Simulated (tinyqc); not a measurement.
Classical Heisenberg spin chain: exact results, Metropolis, heat-bath and over-relaxation steps, and a Monte Carlo run: one step, computed by the program tinyqc.

E = -J sum_i s_i . s_(i+1) for unit vectors s_i on an open chain; K = J/(k_B T).

Task: Four single-spin steps. The given spins are first normalised. Spins 2 and 3 are updated in turn, with h = K (sum of the two neighbours). Heat bath: cos(theta) = 1 + ln(1 - r1 (1 - exp(-2 |h|)))/|h| about n = h/|h|, azimuth 2 pi r2 = phi in the frame a = n x z/|n x z|, b = n x a: s = n cos(theta) + sin(theta)(a cos(phi) + b sin(phi)); r1, r2 are the first two numbers of the row. Steps 2 and 4 are reflections, s -> 2 (s . h) h/|h|^2 - s, which keep the energy and use no random number.

Inputs (values chosen for the exercise, for a model chain of large moments): temperature T = 24.4 K.

Update: heat bath with over-relaxation.

four neighbouring spins (rows; components x, y, z):
```
         1        2        3
1  -0.6035   0.7572   0.2500
2  -0.5340   0.8455  -0.0018
3  -0.9296  -0.1921  -0.3146
4  -0.3881  -0.6237  -0.6785
```

random numbers, one row a step:
```
        1       2       3
1  0.0212  0.9747  0.9995
2  0.1110  0.0823  0.1012
3  0.9131  0.3560  0.4523
4  0.0516  0.7430  0.4587
```

K = 6.658330

Give: the table «Steps» with the columns |h|, h . s before, h . s after, move, x, y, z.

Result:

Steps:
```
spin    |h|  h . s before  h . s after        move        x        y        z
2     10.89          8.63        10.87   heat bath  -0.9147   0.4031  -0.0295
3      9.98          9.83         9.83  reflection  -0.7820  -0.0977  -0.6156
2     10.50         10.28         8.06   heat bath  -0.7388  -0.0871  -0.6683
3     12.61         11.85        11.85  reflection  -0.3356  -0.6073  -0.7201
```
